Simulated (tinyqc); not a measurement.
Raising D: domain walls in a thin film with perpendicular anisotropy: Bloch, Neel and chiral walls, motion and stripe domains. Computed by tinyqc, a small Python program. Command: `OMP_NUM_THREADS=1 python tinyqc.py 3003108 3003109 out.jsonl mwall walk`. One thread of a shared host (Intel(R) Xeon(R) Processor @ 2.30GHz), about 0.01 s of CPU time with the checks.

One-dimensional wall: polar angle theta(x), azimuth phi of the moment in the wall (phi = 0 Neel, 90 degrees Bloch). mu_0 = 1.25663706212e-6 T m/A, gamma = 1.76085963023e11 rad/(s T).

Inputs (values chosen for the exercise, for a model film):
```
quantity                      value    unit
saturation magnetisation M_s    682    kA/m
exchange stiffness A             17    pJ/m
uniaxial anisotropy K_u         505  kJ/m^3
DMI constant D                0.046  mJ/m^2
thickness t                    0.62      nm
```

Method. K_eff = K_u - mu_0 M_s^2/2; Delta = sqrt(A/K_eff); sigma_0 = 4 sqrt(A K_eff); profile theta = 2 arctan exp(x/Delta); quality factor Q = 2 K_u/(mu_0 M_s^2). sigma(phi) = sigma_0 + 2 Delta K_D cos^2(phi) - pi D cos(phi), with the wall shape anisotropy K_D = N_x mu_0 M_s^2/2, N_x = t ln 2/(pi Delta). The minimum has cos(phi) = D/D_N for D < D_N = 4 Delta K_D/pi and phi = 0 beyond; sigma turns negative at D_c = (sigma_0 + 2 Delta K_D)/pi.

D_N = 0.0509010 mJ/m^2

D_c = 2.44689 mJ/m^2

width parameter Delta = 8.93893 nm

sigma_0 = 7.60717 mJ/m^2

Wall against D; the last column is the Kaplan-Gehring width, log10[0.955 t exp(pi sigma/(mu_0 M_s^2 t))/nm], with a dash where it falls below 10 Delta and the formula fails:
```
D (mJ/m^2)  phi (degrees)  sigma (mJ/m^2)  sigma/sigma_0  log10 domain width
0.010              78.670          7.6041        0.99959              28.402
0.025              60.584          7.5879        0.99746              28.341
0.041              36.343          7.5553        0.99318              28.218
0.490               0.000          6.1477        0.80815              22.919
0.980               0.000          4.6084        0.60579              17.123
1.500               0.000          2.9747        0.39104              10.972
2.000               0.000          1.4039        0.18456               5.058
2.200               0.000          0.7756        0.10196               2.693
```

What does the comparison show, and why?

D_N is 2 % of D_c, so a small D fixes the chirality long before it lowers the energy much. Beyond D_N sigma falls by pi per unit of D, and the domain width, which has sigma in an exponent, drops by 25.7 decades over the valid rows (values above 6 mean a single domain in any device).

Extremes, crossings and ranges named in words are read from the listed rows.
